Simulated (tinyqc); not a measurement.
## Depth and level of a trap from the time ratio

Problem. For an oxide trap tc/te = exp(E/Vt) with E = E0 - dpsi - (xt/tox)(Vg - VT - dpsi), dpsi being the rise of the surface potential above its value at threshold. Find xt and E0, and the depth that would be read if dpsi were ignored.

Parameters, values chosen for the exercise: temperature T = 250 K; insulator thickness tox = 1.4 nm.

Constants: q = 1.602176634e-19 C, kB = 1.380649e-23 J/K, Vt = kB T/q. Results are converted to the units shown.

Vg - VT (V): [-0.1, 0.05]
tc/te: [8.3723278, 0.029921333]
dpsi (V): [-0.071556234, 0.021199021]

Solution. E + dpsi is a straight line in the oxide voltage Vg - VT - dpsi with slope -xt/tox and intercept E0. Ignoring dpsi assigns the motion of the bands to the trap and overstates its depth.

xt = 0.700 nm
E0 = -0.0400 eV
depth read without dpsi = 1.13 nm

Program tinyqc, `OMP_NUM_THREADS=1 python tinyqc.py 2710072 2710073 out.jsonl`; Intel Xeon 2.30GHz, shared host, one thread, about 0.01 s.
